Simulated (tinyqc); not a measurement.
Trap and transport parameters from the curve.

Inverse problem. A layer shows an ohmic current q n0 mu V/L, then a square law (9/8) th eps0 eps_r mu V^2/L^3 above Vx = 8 q n0 L^2/(9 th eps0 eps_r), and trap filling at V_TFL = q Nt L^2/(2 eps0 eps_r). th = y/(1 + y), y = (Nc/Nt) exp(-Et/kB T). The square-law current at V is given. Find th, n0, Nt and Et.

Values chosen for this exercise:

| symbol | value | unit | meaning |
|---|---|---|---|
| T | 300 | K | temperature |
| eps_r | 15.7 |  | relative permittivity |
| mu | 0.0027 | cm^2/(V s) | mobility |
| L | 1000 | nm | thickness |
| Nc | 4.2e20 | cm^-3 | band density of states |
| V | 12 | V | voltage |

Constants: q = 1.602176634e-19 C, kB = 1.380649e-23 J/K, Vt = kB T/q, eps0 = 8.8541878128e-14 F/cm where lengths are in cm. Results are converted to the units shown.

Mott-Gurney J = 4.9365322e-6 A/cm^2
Vx = 3.4070495 V
V_TFL = 80.678915 V

Solution. The square law gives th, Vx gives n0, V_TFL gives Nt, and th with Nt gives Et.

th = 8.12e-6
n0 = 2.70e10 cm^-3
Nt = 1.40e17 cm^-3
Et = 0.510 eV

tinyqc, about 0.01 s, one thread, Intel Xeon 2.30GHz (shared host): `OMP_NUM_THREADS=1 python tinyqc.py 2370036 2370037 out.jsonl`
